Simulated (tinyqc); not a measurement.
A barrier in a uniform field, exact transmission by Airy functions: one step of the calculation.

The left lead has its band edge at 0, the barrier edge falls as U(x) = U0 - F x with F = V/d for 0 < x < d, and the right lead has its edge at -V. No transverse momentum; C = hbar^2/(2 m0); psi and psi'/m are continuous. M carries (psi, psi'/m) across the barrier.

Task. Transmission, exact and WKB. With M acting on (psi, psi'/m) and v = k/m in each lead, T(E) = 4 vL vR/[(vL vR M12 - M21)^2 + (vR M11 + vL M22)^2]. WKB: exp(-S), S = (4/(3 F)) sqrt(m1/C) [max(U0 - E, 0)^1.5 - max(U0 - F d - E, 0)^1.5].

Inputs (values chosen for the exercise); U0 - E and the mass are of the order of those of hafnium oxide on silicon: barrier edge at x = 0 U0 = 1.89 eV; mass in the barrier m1 = 0.21 m0; electron energy E = 0.33 eV; barrier width d = 3 nm; voltage across the barrier V = 0.96 V.

Constants: q = 1.602176634e-19 C, hbar = 1.054571817e-34 J s, m0 = 9.1093837015e-31 kg, hbar^2/(2 m0) = 0.0380998212 eV nm^2. Results are converted to the units shown.

M (M12 in nm, M21 in 1/nm):
```
           1          2
1  867.87455  63.315314
2  7993.4127  583.15622
```

vL = 4.7742340 1/nm
vR = 9.4393391 1/nm

Give: T(E); S; exp(-S); ratio T(E)/exp(-S).

Result.

T(E) = 1.2271e-6
S = 14.514
exp(-S) = 4.9749e-7
ratio T(E)/exp(-S) = 2.4666

Range of the model: Masses are held fixed, although real bands cease to be parabolic a few tenths of an eV from their edges.

Program tinyqc, `OMP_NUM_THREADS=1 python tinyqc.py 2580001 2580002 out.jsonl`; Intel Xeon 2.30GHz, shared host, one thread, about 0.01 s.
